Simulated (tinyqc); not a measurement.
Square lattice in a magnetic field (Harper-Hofstadter model), step by step. Values are carried at full precision from step to step, so a last printed digit may differ when a step is redone from the rounded ones.

Constants: h/e = 413566.7697 T angstrom^2.

Parameters, chosen for this exercise:
- p = 3 (flux per plaquette p/q, in units of h/e)
- q = 5
- a = 1000 angstrom (period)
- tx = 1.1 meV (hopping along x)
- ty = 1.1 meV (hopping along y)
- k = (0.617, 0.125) (kx, ky)

## The field behind the flux

B = (p/q)(h/e)/a^2, and the field for one flux quantum a cell.

B = 0.2481 T
field for one quantum = 0.4136 T

## The Harper matrix

Landau gauge, lattice period 1: the magnetic cell has q sites j = 0 to q - 1 along x. H_jj = -2 ty cos(ky + 2 pi p j/q), H_(j,j+1) = -tx, and the bond from q - 1 back to 0 is H_(q-1,0) = -tx exp(i q kx). The levels depend on k only through cos(q kx) and cos(q ky), so the band edges lie at (0, 0) and (pi/q, pi/q).

Fill it in at the given k.

H(k) (meV), lower triangle (Hermitian):
```
                0        1        2        3       4
0         -2.1828
1         -1.1000   1.6047
2               0  -1.1000  -0.4137
3               0        0  -1.1000  -0.9354
4  1.0982-0.0622i        0        0  -1.1000  1.9272
```

## Levels at that k

Diagonalise; the trace is a check.

levels (meV): -2.7669  -2.1132  0.0179  2.0719  2.7903

trace = 0.0000 meV

## Band edges

Diagonalise at (0, 0) and (pi/q, pi/q).

Bands (meV):
```
band   bottom      top   width  gap above
1     -2.8798  -2.5660  0.3138     0.1729
2     -2.3931  -1.8862  0.5069     1.6931
3     -0.1931   0.1931  0.3863     1.6931
4      1.8862   2.3931  0.5069     0.1729
5      2.5660   2.8798  0.3138          -
```

The bands cover 2.028 meV of the zero-field width 4 (tx + ty) = 8.8 meV.

## Hall conductance of the gaps

Gap r (r bands filled) has sigma_xy = t_r e^2/h in size and relative sign, where r = q s_r + p t_r with integers and |t_r| <= q/2; the Chern number of band r is t_r - t_(r-1), with t_0 = t_q = 0.

Integers:
```
r  t_r  s_r  Chern number of band r
1    2   -1                       2
2   -1    1                      -3
3    1    0                       2
4   -2    2                      -3
5    0    1                       2
```

The first gap carries t = 2; a single Landau level would carry 1.

## Checks

- Size of the Chern number of band 1 from plaquette phases against the integer equation: both 2.00.

Run: tinyqc, `OMP_NUM_THREADS=1 python tinyqc.py 1281517 1281518 out.jsonl`; Intel(R) Xeon(R) Processor @ 2.30GHz, one thread, shared host; about 0.04 s of CPU time with all checks.
